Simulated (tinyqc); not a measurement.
Worked calculation: MP2 on RHF in the sto-6g basis, for H2, spin multiplicity 1. One step of it, computed by the program tinyqc.

Question. Second-order Moller-Plesset energy. E2 = sum_ijab (ia|jb) [2 (ia|jb) - (ib|ja)] / (e_i + e_j - e_a - e_b) over occupied i, j and virtual a, b; the opposite-spin part is (ia|jb)^2 / denominator, the rest is same-spin, and SCS-MP2 scales them by 6/5 and 1/3.

orbital energies (hartree): MO1 -0.460654, MO2 0.396240

Two-electron integrals over orbitals (pq|rs), unique and non-zero (hartree):
```
(11|11) 0.610959   (21|21) 0.202897   (22|11) 0.609026   (22|22) 0.639284
```

Hartree-Fock energy = -1.04678270 hartree

Give: Terms; Pair energies; MP2 correlation energy; SCS-MP2 correlation energy; MP2 total energy.

Answer.

Terms:
```
i  j  a  b  (ia|jb)  (ib|ja)  denominator    term
1  1  2  2    0.203    0.203       -1.714  -0.024
```

Pair energies (hartree; pair i-j sums ij and ji):
```
pair  opposite spin  same spin
1-1          -0.024      0.000
```

MP2 correlation energy = -0.02402 hartree

SCS-MP2 correlation energy = -0.02883 hartree

MP2 total energy = -1.07080 hartree
